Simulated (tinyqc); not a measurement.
Debye-Callaway model of lattice thermal conductivity: one step, computed by the program tinyqc. Command: `OMP_NUM_THREADS=1 python tinyqc.py 3017679 3017680 out.jsonl callaway walk`. One thread of a shared host (Intel(R) Xeon(R) Processor @ 2.30GHz), about 0.01 s of CPU time with the checks.

Three acoustic branches with one velocity v, cut at omega_D = k_B Theta/hbar; x = hbar omega/(k_B T). v and Theta are separate inputs: Theta cuts off the heat-carrying modes, so C need not reach 3 k_B/V. gamma is an effective value that sets the umklapp rate. Heat flows along the wire.

Question. Scattering rates at one frequency. Rates: point defects A omega^4; umklapp B omega^2 T exp(-Theta/(b T)) with B = hbar gamma^2/(M v^2 Theta); normal processes f_N B omega^2 T (T/Theta)^2. Boundaries: v/Lambda_B with Lambda_B = D (1 + p)/(1 - p). The resistive time is tau_R = 1/(boundary + point-defect + umklapp rates), and the free path is v tau_R.

Inputs (values chosen for the exercise, modelled on indium phosphide):

| quantity | value | unit |
|---|---|---|
| sound velocity v | 3400 | m/s |
| Debye temperature Theta | 330 | K |
| mean atomic mass M | 72.9 | u |
| effective Grueneisen parameter gamma | 1.6 | - |
| umklapp exponent divisor b | 2.5 | - |
| wire diameter D | 0.056 | micrometre |
| specularity p | 0.8 | - |
| normal-process factor f_N | 3.7 | - |
| temperature T | 40 | K |
| probe frequency omega/omega_D | 0.3 | - |

Sample: wire. Point defects: isotopes. Normal processes: included.

Rayleigh coefficient A = 8.708088e-46 s^3

Constants: k_B = 1.380649e-23 J/K; hbar = 1.054571817e-34 J s; u = 1.6605390666e-27 kg.

Give: omega; Rates; tau_R; free path.

Answer.

omega = 1.2961e+13 rad/s

Rates:

| process | rate (1/s) | rate x tau_R |
|---|---|---|
| boundaries | 6.7460e+09 | 0.97549 |
| point defects | 2.4575e+07 | 0.0035536 |
| umklapp | 1.4489e+08 | 0.020952 |
| normal | 2.1355e+08 | 0.030880 |

tau_R = 1.4460e-10 s

free path = 491.65 nm

The strongest resistive process at this frequency: boundaries, 98 % of the resistive rate.
